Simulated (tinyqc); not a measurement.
Joint density of states against eps2: interband optics of a two-band s-p chain from momentum matrix elements.

H(k) = [[Es - 2 ts cos ka, 2i V sin ka], [-2i V sin ka, Ep_ + 2 tp cos ka]] in the basis s, p; the lower band is full, with two electrons a cell. The velocity operator times hbar is W = dH/dk (eV angstrom); intra-atomic dipoles are left out.

With w(k) = |<c|W|v>|^2 and D(k) = Ec - Ev, on the mesh k_j = (j + 1/2)/N (2 pi/a): eps(E) = 1 + (8 pi e2/(a Ar)) mean_j (w/D^2) [1/(D - E - i eta) + 1/(D + E + i eta)], e2 = e^2/(4 pi eps0); light polarised along the chains, no local fields.

Constants: e^2/(4 pi eps0) = 14.39964547 eV angstrom.

Inputs chosen for the exercise:
- a = 3.7 angstrom (period)
- Es = 2.94 eV (upper orbital (s))
- Ep_ = -2.35 eV (lower orbital (p))
- ts = 0.24 eV (s-s hopping)
- tp = 0.24 eV (p-p hopping)
- V = 1.02 eV (s-p hopping)
- Ar = 6.6 angstrom^2 (cross-section per chain)
- eta = 0.1 eV (Lorentzian half width)

Mesh of 2000 points. J(E) = mean of (eta/pi)/((E - D)^2 + eta^2). The fourth column is J times the constant (8 pi^2 e2/(a Ar)) mean(w/D^2). R = |(sqrt(eps) - 1)/(sqrt(eps) + 1)|^2.

Spectrum:
```
E (eV)  J (1/eV)    eps2  eps2 with constant element     eps1      R
3.73       0.014   1.212                       0.548   13.015  0.322
4.06       0.039   4.116                       1.514   19.652  0.406
4.40       0.275  33.271                      10.765    9.651  0.582
4.73       0.188  15.136                       7.360   -4.687  0.562
5.07       0.163   7.998                       6.376   -3.434  0.499
5.40       0.162   4.802                       6.339   -0.901  0.352
5.73       0.181   3.500                       7.084    2.857  0.179
6.07       0.281   6.858                      11.011   11.485  0.342
6.40       0.688  23.889                      26.960   -6.162  0.617
6.73       0.846  12.566                      33.162  -13.003  0.714
7.07       0.110   1.912                       4.315   -9.947  0.897
7.40       0.035   0.731                       1.355   -6.322  0.924
```

What does the comparison show?

Transitions span 4.330 to 6.802 eV. Among the energies listed J peaks at 6.73 eV and eps2 at 4.40 eV. The ratio of eps2 to the constant-element value is 3.09 at 4.40 eV and 0.38 at 6.73 eV: w/D^2 is 3.039 angstrom^2 at the zone centre and 1.458 at the edge.

Program tinyqc; command `OMP_NUM_THREADS=1 python tinyqc.py 1650549 1650550 out.jsonl`; about 0.01 s on one thread of a shared Intel(R) Xeon(R) Processor @ 2.30GHz.
